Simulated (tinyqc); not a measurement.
## Donor binding, ionisation and the Mott limit: ionisation against doping

Hydrogenic donor: Ry = (m0 q^3/(8 eps0^2 h^2)) me/eps_r^2 in eV, E0 = cc Ry, radius a = q/(8 pi eps0 eps_r E0), Mott density Nm = (0.26/a)^3. Below Nm the level sinks as Ed = E0 [1 - (N/Nm)^(1/3)]. Neutrality: Nc F12(eta) = N/(1 + 2 exp(eta + Ed/kB T)), F12(x) = (2/sqrt(pi)) int_0^infinity sqrt(u)/(1 + exp(u - x)) du.

The neutrality equation is solved with F12 in each row.

Parameters, values chosen for the exercise; band and dielectric values close to those of gallium nitride: temperature T = 200 K; relative permittivity eps_r = 9.32; mass in the hydrogenic formula, set independently of Nc me = 0.204 m0; conduction-band density of states at 200 K Nc = 1.24e18 cm^-3; ratio of the true binding energy to the hydrogenic one cc = 1.

Constants: q = 1.602176634e-19 C, kB = 1.380649e-23 J/K, eps0 = 8.8541878128e-12 F/m, h = 6.62607015e-34 J s, m0 = 9.1093837015e-31 kg, Vt = kB T/q. Results are converted to the units shown.

Ionisation against doping:
```
N (cm^-3),N/Nm,Ed (meV),ionised (%),ionised with Ed = E0 (%)
7.8e14,6.271e-4,29.22,99.32,99.21
1.9e15,0.001528,28.27,98.47,98.12
4.6e15,0.003698,27.01,96.67,95.66
1.1e16,0.008844,25.35,93.26,90.66
2.7e16,0.02171,23.04,87.28,81.44
6.5e16,0.05226,20.01,78.87,68.34
1.6e17,0.1286,15.82,68.61,52.85
3.8e17,0.3055,10.43,58.73,38.74
9.3e17,0.7477,2.952,49.75,26.70
```

The ionised share falls from 99.3 to 49.8 %, against 99.2 to 26.7 % for a fixed level: a higher density raises EF against the level, which fills more donors, while the sinking Ed works the other way.

Range of the model: A sharp level with degeneracy 2 overstates freeze-out near Nm, where the impurity band broadens and merges with the conduction band.

Numbers from tinyqc (`OMP_NUM_THREADS=1 python tinyqc.py 2330049 2330050 out.jsonl`; about 0.01 s on one thread of a shared Intel Xeon 2.30GHz).
